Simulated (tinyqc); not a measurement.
Octagonal on-chip spiral inductor, lumped pi model: one step of the calculation.

Outer diameter do = di + 2 n wd + 2 (n - 1) sp, mean da = (do + di)/2, fill p = (do - di)/(do + di), length l = 3.314 n da. L = 2.25 mu0 n^2 da/(1 + 3.55 p), mu0 = 4 pi 1e-7 H/m. Rs = rho l/(wd delta (1 - exp(-th/delta))), delta = sqrt(rho/(pi f mu0)). Cs = n wd^2 eps0 eo/hu across the coil. At each end Cox = l wd eps0 eo/(2 ho) leads to the substrate branch Rsi = 2 rs he/(l wd) in parallel with Csi = l wd eps0 11.7/(2 he). With one end grounded Y = 1/(Rs + i w L) + i w Cs + 1/[1/(i w Cox) + 1/(1/Rsi + i w Csi)], w = 2 pi f; Q = -Im Y/Re Y. Eddy currents in neighbouring turns and in the substrate are left out.

Problem. Geometry and model elements. do, l, L, delta, Rs, Cs, Cox, Rsi and Csi as defined.

Values chosen for this exercise; values of the order met in silicon radio-frequency processes:
```
symbol  value     unit                                     meaning
n         1.5                                      number of turns
wd          6       um                                  line width
sp        1.5       um                         space between turns
di        100       um                              inner diameter
th          3       um                             metal thickness
rho       2.2  uohm cm                           metal resistivity
ho        5.3       um                        oxide below the coil
hu        1.1       um            oxide between coil and underpass
eo        3.9                   relative permittivity of the oxide
rs          1   ohm cm                       substrate resistivity
he         30       um  effective spreading depth in the substrate
f         5.3      GHz                                   frequency
```

Constants: eps0 = 8.8541878128e-12 F/m. Results are converted to the units shown.

Give: do; l; L; delta; Rs; Cs; Cox; Rsi; Csi.

Solution.

do = 119.50 um
l = 545.57 um
L = 0.53080 nH
delta = 1.0254 um
Rs = 2.0614 ohm
Cs = 1.6952 fF
Cox = 10.664 fF
Rsi = 183.30 ohm
Csi = 5.6517 fF

Numbers from tinyqc (`OMP_NUM_THREADS=1 python tinyqc.py 2302091 2302092 out.jsonl`; about 0.01 s on one thread of a shared Intel Xeon 2.30GHz).
